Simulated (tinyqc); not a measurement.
## Trap density from one capacitance

Problem. Traps spread evenly through the insulator exchange electrons with the semiconductor by tunnelling, with tau(x) = t0 exp(2 ka x) at depth x from the interface. The admittance per area Y seen at depth x obeys dY/dx = -Y^2/(i w eps0 eox) + q Nb ln(1 + i w tau)/tau, with Y(0) = i w Cs and w = 2 pi f; the gate sees Y(tox) = G + i w C. Working variable y = Y/(i w), in uF/cm^2. Cox = eps0 eox/tox. Find Nb and G/w.

Inputs (values chosen for the exercise): relative permittivity of the insulator eox = 21.6; insulator thickness tox = 4.6 nm; semiconductor capacitance in accumulation Cs = 0.55 uF/cm^2; decay constant of the wave function in the insulator ka = 6.3 1/nm; time constant of a trap at the interface t0 = 2e-9 s; frequency f = 1e5 Hz.

Constants: q = 1.602176634e-19 C, eps0 = 8.8541878128e-14 F/cm where lengths are in cm. Results are converted to the units shown.

C = 0.62090347 uF/cm^2

Solution. C rises steadily with Nb, so one density matches; in practice ka and t0 must come from the frequency dependence.

Nb = 1.800e19 cm^-3 eV^-1
G/w = 0.02724 uF/cm^2

Program tinyqc, `OMP_NUM_THREADS=1 python tinyqc.py 2202202 2202203 out.jsonl`; Intel Xeon 2.30GHz, shared host, one thread, about 0.4 s.
